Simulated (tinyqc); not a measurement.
Surface potential of a MOS transistor: implicit equation and explicit approximations: one step of the calculation.

p-type body, charge-sheet picture, depletion and inversion only, full ionisation (an idealisation for deep acceptors), Boltzmann statistics (rough once Na exp(x - xn) passes about Nc/7). In units of Vt: xg = (Vg - Vfb)/Vt, x = psi/Vt, G = gamma/sqrt(Vt), xn = (2 phiF + Vc)/Vt. The implicit equation is (xg - x)^2 = G^2 [x - 1 + exp(x - xn)] for x above about 3. Cox = eps0 eox/tox.

Problem. Scales. ni = sqrt(Nc Nv) exp(-Eg/(2 Vt)), Eg in volts; phiF = Vt ln(Na/ni); gamma = sqrt(2 q eps0 eps_r Na)/Cox; VT = Vfb + Vt (xn + G sqrt(xn - 1)).

Parameters, values chosen for the exercise; band and dielectric values close to those of silicon:

| symbol | value | unit | meaning |
|---|---|---|---|
| T | 250 | K | temperature |
| Eg | 1.11 | eV | band gap |
| eps_r | 11.5 |  | relative permittivity |
| Nc | 2.18e19 | cm^-3 | conduction-band density of states at T |
| Nv | 2e19 | cm^-3 | valence-band density of states at T |
| eox | 24.6 |  | relative permittivity of the gate insulator (close to zirconium oxide) |
| tox | 11 | nm | insulator thickness |
| Na | 1.5e18 | cm^-3 | acceptor density |
| Vfb | -0.34 | V | flat-band voltage |
| Vc | 0.2 | V | channel-body voltage |
| Vg | 1.84 | V | gate-body voltage |

Constants: q = 1.602176634e-19 C, kB = 1.380649e-23 J/K, Vt = kB T/q, eps0 = 8.8541878128e-14 F/cm where lengths are in cm. Results are converted to the units shown.

Wanted: phiF; gamma; G; xn; VT; xg.

Solution.

phiF = 0.49827 V
gamma = 0.35330 V^0.5
G = 2.4071
xn = 55.541
VT = 1.2395 V
xg = 101.19

Range of the model: The electron quasi-Fermi level lies less than 2 Vt below the band edge at the surface, or above it, where degeneracy and confinement, left out, matter.

Program tinyqc, `OMP_NUM_THREADS=1 python tinyqc.py 2122119 2122120 out.jsonl`; Intel Xeon 2.30GHz, shared host, one thread, about 0.01 s.
